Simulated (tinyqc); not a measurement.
Thermal boundary conductance by the acoustic and diffuse mismatch models: one step, computed by the program tinyqc.

Each side has one longitudinal and two transverse Debye branches, omega = v q up to q_D = (6 pi^2 n)^(1/3), with n counting all atoms. Scattering at the interface is elastic. Electrons are left out of G, also for metals. Melting is ignored. G refers to the temperatures of the phonons sent towards the interface. Linear branches over all atoms overstate G at high T, most for crystals with several atoms a cell.

Question. Acoustic mismatch: transmission of each branch. No mode conversion. t(theta) = 4 Z_1 Z_2 cos(theta_1) cos(theta_2)/N^2, with N = Z_2 cos(theta_1) + Z_1 cos(theta_2) for L (the form for pressure waves) and N = Z_1 cos(theta_1) + Z_2 cos(theta_2) for both T branches (the form for shear waves polarised along the interface); sin(theta_2) = (v_2/v_1) sin(theta_1), and t = 0 beyond the critical angle arcsin(v_1/v_2); the mean over the incoming flux is alpha = 2 int t sin(theta_1) cos(theta_1) d theta_1 (64 Gauss-Legendre points).

Structure: film on a substrate.

Branches:

| branch | v (m/s) | cut-off (K) | Z (1e6 kg/(m^2 s)) |
|---|---|---|---|
| L, side 1 | 3880 | 533.483 | 17.5376 |
| T, side 1 | 2210 | 303.865 | 9.9892 |
| L, side 2 | 13100 | 1510.567 | 48.4700 |
| T, side 2 | 6150 | 709.159 | 22.7550 |

Give: Transmission.

Answer.

Transmission:

| branch | t at normal incidence | largest angle from side 1 (deg) | alpha, 1 to 2 | alpha, 2 to 1 |
|---|---|---|---|---|
| L | 0.7804 | 17.23 | 0.0536 | 0.6104 |
| T | 0.8480 | 21.06 | 0.1189 | 0.9207 |

For L waves from side 1 the critical cone of 17 degrees bounds the transmission; the mean is 0.05 against 0.78 at normal incidence. For T waves from side 1 the critical cone of 21 degrees bounds the transmission; the mean is 0.12 against 0.85 at normal incidence.
